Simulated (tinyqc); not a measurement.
Inside a calculation. Method: Pariser-Parr-Pople SCF with singles CI, for the molecule C=Cc1ccccc1 (SMILES; centres numbered as the heavy atoms are written). One step of it, computed by the program tinyqc.

Question. PPP integrals. Ohno: gamma = 14.399645/sqrt(R^2 + a^2), a = 2 x 14.399645/(gamma_rr + gamma_ss); H_rr = -W_r - sum_(s != r) z_s gamma_rs; H_rs = beta for bonds.

Centres (angstrom, eV; a flat drawing with bonds scaled to 1.40 angstrom):
```
centre,x,y,core charge z,W,gamma_rr
1C,-2.879000,0.438000,1,11.160000,11.130000
2C,-1.930000,-0.591000,1,11.160000,11.130000
3C,-0.564000,-0.283000,1,11.160000,11.130000
4C,0.385000,-1.311000,1,11.160000,11.130000
5C,1.751000,-1.003000,1,11.160000,11.130000
6C,2.167000,0.333000,1,11.160000,11.130000
7C,1.218000,1.362000,1,11.160000,11.130000
8C,-0.148000,1.054000,1,11.160000,11.130000
```

Resonance integrals (eV):
```
i,j,beta
1,2,-2.570000
2,3,-2.570000
3,4,-2.570000
4,5,-2.570000
5,6,-2.570000
6,7,-2.570000
7,8,-2.570000
8,3,-2.570000
```

Give: repulsion gamma_rs; core matrix H.

Answer.

repulsion gamma_rs (eV):
```
,1C,2C,3C,4C,5C,6C,7C,8C
1C,11.130,7.554,5.240,3.671,2.869,2.764,3.277,4.669
2C,7.554,11.130,7.553,5.240,3.670,3.277,3.670,5.239
3C,5.240,7.553,11.130,7.557,5.240,4.669,5.239,7.553
4C,3.671,5.240,7.557,11.130,7.553,5.240,4.669,5.240
5C,2.869,3.670,5.240,7.553,11.130,7.556,5.240,4.669
6C,2.764,3.277,4.669,5.240,7.556,11.130,7.554,5.240
7C,3.277,3.670,5.239,4.669,5.240,7.554,11.130,7.553
8C,4.669,5.239,7.553,5.240,4.669,5.240,7.553,11.130
```

core matrix H (eV):
```
,1C,2C,3C,4C,5C,6C,7C,8C
1C,-41.204,-2.570,0.000,0.000,0.000,0.000,0.000,0.000
2C,-2.570,-47.363,-2.570,0.000,0.000,0.000,0.000,0.000
3C,0.000,-2.570,-54.210,-2.570,0.000,0.000,0.000,-2.570
4C,0.000,0.000,-2.570,-50.329,-2.570,0.000,0.000,0.000
5C,0.000,0.000,0.000,-2.570,-47.958,-2.570,0.000,0.000
6C,0.000,0.000,0.000,0.000,-2.570,-47.459,-2.570,0.000
7C,0.000,0.000,0.000,0.000,0.000,-2.570,-48.361,-2.570
8C,0.000,0.000,-2.570,0.000,0.000,0.000,-2.570,-51.323
```
